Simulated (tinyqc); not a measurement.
Tunnel rates from the two plateau currents.

Inverse problem. With only the 0-1 transition of a spin-degenerate level in the bias window, I = 2 q G_in G_out/(2 G_in + G_out). Find GL and GR.

Constants: q = 1.602176634e-19 C. Results are converted to the units shown.

sizes of the plateau currents for electrons entering from the left and from the right (pA): 46.558979  26.126621

Solution. q/I(left) = 1/GR + 1/(2 GL) and q/I(right) = 1/GL + 1/(2 GR) are linear in 1/GL and 1/GR.

GL = 0.1700 1/ns
GR = 2.000 1/ns

Program tinyqc, `OMP_NUM_THREADS=1 python tinyqc.py 2780036 2780037 out.jsonl`; Intel Xeon 2.30GHz, shared host, one thread, about 0.01 s.
